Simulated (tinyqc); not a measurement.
Inside a calculation. Method: CISD on RHF in the 6-311g basis, for He, spin multiplicity 1. One step of it, computed by the program tinyqc.

Task: CISD: determinants and Hamiltonian. Slater-Condon rules over spin orbitals, with the nuclear repulsion added and E(HF) subtracted on the diagonal.

one-electron integrals over orbitals h = C^T H C (hartree):
```
           1          2          3
1  -1.943024   0.277318   0.173910
2   0.277318  -0.343196  -0.333392
3   0.173910  -0.333392   4.176135
```

Two-electron integrals over orbitals (pq|rs), unique and non-zero (hartree):
```
(11|11) 1.026153    (21|11) -0.277318   (21|21) 0.146549    (22|11) 0.659589
(22|21) -0.113630   (22|22) 0.506646    (31|11) -0.173910   (31|21) 0.125599
(31|22) -0.078781   (31|31) 0.216548    (32|11) 0.229495    (32|21) -0.120916
(32|22) 0.102674    (32|31) -0.148688   (32|32) 0.127591    (33|11) 1.176980
(33|21) -0.380997   (33|22) 0.727303    (33|31) -0.386668   (33|32) 0.380658
(33|33) 1.599956
```

nuclear repulsion = 0 hartree

Hartree-Fock energy = -2.85989542 hartree

Give: determinants; H - E(HF) between determinants.

Result:

Occupation strings over the orbitals (2 doubly, a alpha, b beta, 0 empty; spin orbitals ordered 1a 1b 2a 2b ...): 200 ab0 a0b ba0 b0a 020 0ab 0ba 002

H - E(HF) between determinants (hartree):
```
         200      ab0      a0b      ba0      b0a      020      0ab      0ba
200   0.0000   0.0000   0.0000   0.0000   0.0000   0.1465   0.1256  -0.1256
ab0   0.0000   1.2333  -0.1039  -0.1465  -0.1256   0.1637  -0.1209  -0.0951
a0b   0.0000  -0.1039   6.2700  -0.1256  -0.2165  -0.1209  -0.1037   0.1487
ba0   0.0000  -0.1465  -0.1256   1.2333  -0.1039  -0.1637  -0.0951  -0.1209
b0a   0.0000  -0.1256  -0.2165  -0.1039   6.2700   0.1209   0.1487  -0.1037
020   0.1465   0.1637  -0.1209  -0.1637   0.1209   2.6801  -0.2307   0.2307
0ab   0.1256  -0.1209  -0.1037  -0.0951   0.1487  -0.2307   7.4201  -0.1276
0ba  -0.1256  -0.0951   0.1487  -0.1209  -0.1037   0.2307  -0.1276   7.4201
002   0.2165  -0.1487  -0.2128   0.1487   0.2128   0.1276   0.0473  -0.0473

         002
200   0.2165
ab0  -0.1487
a0b  -0.2128
ba0   0.1487
b0a   0.2128
020   0.1276
0ab   0.0473
0ba  -0.0473
002  12.8121
```
